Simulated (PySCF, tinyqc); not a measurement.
Worked calculation: coupled-perturbed Hartree-Fock on RHF in the sto-3g basis, for BeH+, spin multiplicity 1. The lowest restricted solution is unstable here: a spin-polarised one lies 0.0021 hartree lower (PySCF). One step of it, computed by the program tinyqc.

Problem. Response to a field: uncoupled start. Field along z; U_ai = -mu_ai / (e_a - e_i), alpha = -4 sum U_ai mu_ai.

orbital energies (hartree): MO1 -4.996831, MO2 -0.661474, MO3 -0.253990, MO4 -0.127074, MO5 -0.127074, MO6 0.134505

dipole integrals <a|z|i> (bohr):
```
,i1,i2
a3,-0.094713,-1.118453
a4,0.000000,0.000000
a5,0.000000,0.000000
a6,-0.111033,0.828846
```

Give: uncoupled U; uncoupled polarisability.

Solution.

uncoupled U:
```
,i1,i2
a3,0.0200,2.7448
a4,0.0000,0.0000
a5,0.0000,0.0000
a6,0.0216,-1.0413
```

uncoupled polarisability = 15.7491 bohr^3
